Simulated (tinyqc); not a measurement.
Inside a calculation. Method: CCSD on RHF in the sto-6g basis, for H2, spin multiplicity 1. One step of it, computed by the program tinyqc.

Question. CCSD: starting amplitudes. t_ij^ab = <ij||ab> / (e_i + e_j - e_a - e_b), whose energy is MP2.

orbital energies (hartree): MO1 -0.494925, MO2 0.465969

Two-electron integrals over orbitals (pq|rs), unique and non-zero (hartree):
```
(11|11) 0.630166   (21|21) 0.195797   (22|11) 0.625255   (22|22) 0.656946
```

Give: Starting amplitudes; correlation energy.

Answer.

Starting amplitudes (spin orbitals 1a, 1b, ...; amplitudes related by a flip of all spins are not repeated):
```
from      to        t
1a 1b  2a 2b  -0.1019
```

correlation energy = -0.019948 hartree
